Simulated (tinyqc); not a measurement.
Trench capacitor in an array: capacitance, non-linearity, leakage and relaxation: one step of the calculation.

A film between two metal electrodes, each interface adding a series capacitance ci. The small-signal permittivity is ek (1 + aq E^2); the field is found with the linear permittivity. Leakage J = J0 sinh(E/Ef). After a voltage step the film passes a relaxation current kr C V tt^(-nr), tt being the time in seconds. The sidewall is a coaxial capacitor with radii a = dm/2 - t and b = dm/2, depth AR dm; the end face is left out.

Problem. Cell capacitance, fields and time constant. Per length 1/c = ln(b/a)/(2 pi eps0 ek) + (1/a + 1/b)/(2 pi ci); cell capacitance c AR dm; per footprint over pt^2; fields c V/(2 pi eps0 ek r) at r = a and b; resistance of the inner electrode rho AR dm/(pi a^2); time constant R C/3 of the distributed line.

Parameters, values chosen for the exercise; permittivity of the order of that of aluminium oxide:
```
symbol,value,unit,meaning
ek,9.67,,relative permittivity of the film
t,6.4,nm,film thickness
ci,55,uF/cm^2,capacitance of each electrode interface (dead layer and screening)
V,1.3,V,bias
dm,40,nm,diameter of the hole
AR,20,,"aspect ratio, depth over diameter"
pt,76,nm,pitch of the square array
rho,570,uohm cm,resistivity of the inner electrode
```

Constants: eps0 = 8.8541878128e-14 F/cm where lengths are in cm. Results are converted to the units shown.

Give: a; b; cell capacitance; capacitance per footprint; field at a; field at b; R; R C/3.

Solution.

a = 13.600 nm
b = 20.000 nm
cell capacitance = 1.0629 fF
capacitance per footprint = 18.403 uF/cm^2
field at a = 2.3608 MV/cm
field at b = 1.6054 MV/cm
R = 7.8476 kohm
R C/3 = 2.7805 ps

The array gives 14.4 times the planar capacitance per footprint; curvature makes the field at the inner electrode 1.22 times the planar value.

Computed by the program tinyqc: `OMP_NUM_THREADS=1 python tinyqc.py 2102021 2102022 out.jsonl`, one thread of a shared Intel Xeon 2.30GHz, about 0.01 s for the whole run.
